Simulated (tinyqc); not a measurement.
Inside a calculation. Model: AlGaN/GaN HEMT with access regions, lumped model.

Numbers from tinyqc (`OMP_NUM_THREADS=1 python tinyqc.py 2570036 2570037 out.jsonl`; about 0.02 s on one thread of a shared Intel Xeon 2.30GHz). Printed values are rounded.

A polarisation-induced electron sheet under a Schottky gate, in series with two ungated access regions and contacts. Drift law v = mu E/(1 + mu E/vs) under the gate. Currents in mA/mm, resistances in ohm mm. No self-heating, no channel-length modulation; fits for polarisation, barrier and offset are chosen for the exercise.

Parameters, values chosen for the exercise; values close to those of AlGaN/GaN structures: aluminium share of the barrier x = 0.24; barrier thickness d = 20 nm; relative permittivity of barrier and channel eps_r = 9.1; channel mobility mu = 1800 cm^2/(V s); saturation velocity vs = 1.3e7 cm/s; gate length Lg = 0.25 um; source access length Ls = 1 um; drain access length Ld = 12 um; resistance of each contact Rc = 0.57 ohm mm; share of the drain-access electrons removed by traps ft = 0; gate voltage Vg = 0 V; critical field Ec = 2.5 MV/cm; depth over which the depleted charge spreads te = 0.32 um; insulator under the field plate tf = 200 nm; relative permittivity of that insulator ei = 3.9.

Constants: q = 1.602176634e-19 C, eps0 = 8.8541878128e-14 F/cm where lengths are in cm. Results are converted to the units shown.

## Polarisation charge, threshold and sheet resistance

sigma = (5e13 x + 1.6e13 x^2) cm^-2, phiB = 0.84 + 1.3 x, dEc = 0.7 (1.71 x + x^2) in volts, Cb = eps0 eps_r/d, VT = phiB - dEc - q sigma/Cb, access density n0 = -Cb VT/q. Rsh = 1/(q mu n0); largest access current q n0 vs.

sigma = 1.29216e13 cm^-2
Cb = 0.402866 uF/cm^2
VT = -4.31446 V
n0 = 1.08487e13 cm^-2
Rsh = 319.625 ohm
q n0 vs = 2259.59 mA/mm

## On-resistance and breakdown

sigma = (5e13 x + 1.6e13 x^2) cm^-2, phiB = 0.84 + 1.3 x, dEc = 0.7 (1.71 x + x^2) in volts, Cb = eps0 eps_r/d, VT = phiB - dEc - q sigma/Cb, access density n0 = -Cb VT/q. Ron = 2 Rc + Ls/(q mu n0) + Ld/(q mu (1 - ft) n0) + Lg/(mu Cb (Vg - VT)). Off state: a depleted stretch that holds the voltage V has the peak field sqrt(k V), k = 2 q n0/(eps0 eps_r te), so one edge holds V1 = Ec^2/k. The sheet under the plate pinches off at Vf = q n0 (1/Cb + tf/(eps0 ei)); beyond it the gate edge is screened. BV = V1 if Vf >= V1, else Vf + V1, and at most Ec Ld. Specific resistance Ron (Ls + Lg + Ld); figure of merit BV^2 over it.

Ron = 5.37504 ohm mm
Vf = 104.985 V
V1 = 46.3558 V
BV = 46.3558 V
specific resistance = 0.712192 mohm cm^2
figure of merit = 3.01724 MW/cm^2

The plate pinches off too late to screen the gate edge, so it adds nothing.
